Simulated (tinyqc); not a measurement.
Inside a calculation. Model: permeation of metal atoms or ions through a thin barrier or dielectric: time lag, field-aided drift and lifetime. Computed by tinyqc, a small Python program that keeps every step. Command: `OMP_NUM_THREADS=1 python tinyqc.py 3011697 3011698 out.jsonl barrier walk`. One thread of a shared host (Intel(R) Xeon(R) Processor @ 2.30GHz), about 0.01 s of CPU time with the checks. Intermediate numbers are printed to about 7 digits and carried at full precision; extremes and crossings named in words are read from the listed rows.

The film 0 < x < d is empty at first; C = C0 at x = 0 and C = 0 at x = d. dC/dt = D d2C/dx2 - v dC/dx with drift v = D z e V/(k_B T d) (uniform field, no space charge).

Inputs (values chosen for the exercise, for a model case: singly charged ions through a dielectric):

| quantity | value | unit |
|---|---|---|
| thickness d | 73 | nm |
| prefactor D0 | 0.63 | cm^2/s |
| activation energy E | 1.24 | eV |
| concentration at the source side C0 | 1.1e+13 | 1/cm^3 |
| charge number z | 1 | - |
| voltage V (positive drives ions across) | 0.034 | V |
| critical dose Q_c | 3e+07 | 1/cm^2 |
| test temperature T | 225 | C |
| use temperature T_u | 85 | C |
| time in units of d^2/D, s | 0.13 | - |

Constants: k_B = 8.617333262e-05 eV/K.

## Scales

D = D0 exp(-E/(k_B T)); time scale d^2/D; Peclet number P = z V/(k_B T), k_B T in eV; 1 nm = 1e-7 cm. Temperatures in kelvin are T(C) + 273.15.

diffusivity D = 1.795866e-13 cm^2/s

time scale d^2/D = 296.7371 s

Peclet number P = 0.7920378

## Steady flux and time lag

Steady flux J = (D C0/d) P/(1 - exp(-P)); time lag in units of d^2/D: s_L = [P (1 + exp(-P))/(1 - exp(-P)) - 2]/P^2 (P = 0: J = D C0/d, s_L = 1/6).

flux relative to D C0/d = 1.447757

steady flux J = 391777.5 1/(cm^2 s)

time lag s_L = 0.1649497

time lag = 48.94670 s

Drift and diffusion both act.

## Dose at time s

Dose through the film Q(s) = C0 d {f (s - s_L) - 2 exp(P/2) sum_(n=1..200) (-1)^n n^2 pi^2 exp(-l_n s)/l_n^2}, l_n = n^2 pi^2 + P^2/4, f = P/(1 - exp(-P)) the relative flux.

Q/(C0 d) = 0.02821063

dose Q = 2265314 1/cm^2

time = 38.57582 s

## Time to the critical dose

Solve Q = Q_c for s. At the use temperature D and P take T_u, with the same C0 and V; 1 year = 3.15576e7 s.

s at the critical dose = 0.4200152

failure time at T = 124.6341 s

failure time at T_u = 0.2907607 years

Failure comes within a few time lags. Caution: grain boundaries, pinholes, trapping and space charge are left out; thin real barriers usually fail at defects.

## Approach to the steady line

Short-time form for P = 0: Q/(C0 d) = 4 sqrt(s) ierfc(1/(2 sqrt(s))), ierfc(y) = exp(-y^2)/sqrt(pi) - y erfc(y).

Q/(C0 d):

| s | series | steady line f (s - s_L) | series without field | short-time form, no field |
|---|---|---|---|---|
| 0.03 | 7.166717e-06 | -0.195374 | 4.841923e-06 | 4.841923e-06 |
| 0.05 | 3.978704e-04 | -0.166419 | 2.693421e-04 | 2.693421e-04 |
| 0.08 | 4.725184e-03 | -0.122987 | 3.206619e-03 | 3.206619e-03 |
| 0.12 | 2.188040e-02 | -0.065076 | 1.488727e-02 | 1.488727e-02 |
| 0.20 | 8.999453e-02 | 0.050744 | 6.146375e-02 | 6.146323e-02 |
| 0.30 | 2.099306e-01 | 0.195520 | 1.438244e-01 | 1.437858e-01 |
| 0.50 | 4.870115e-01 | 0.485071 | 3.347907e-01 | 3.332619e-01 |
| 0.80 | 9.194945e-01 | 0.919399 | 6.334088e-01 | 6.183799e-01 |
| 1.20 | 1.498503e+00 | 1.498502 | 1.033335e+00 | 9.700224e-01 |

The dose lies above the steady line at all times and, among these rows, is within 1 % of it from s = 0.5 on (the lag is s_L = 0.165); for a known P the intercept of that line gives D and its slope D C0. The field changes the dose by a factor 1.48 in the first row and 1.45 in the last; at short times the factor tends to exp(P/2) = 1.49.

Checks made by the program: series against a 300-cell finite-difference solution (relative difference 7e-05).
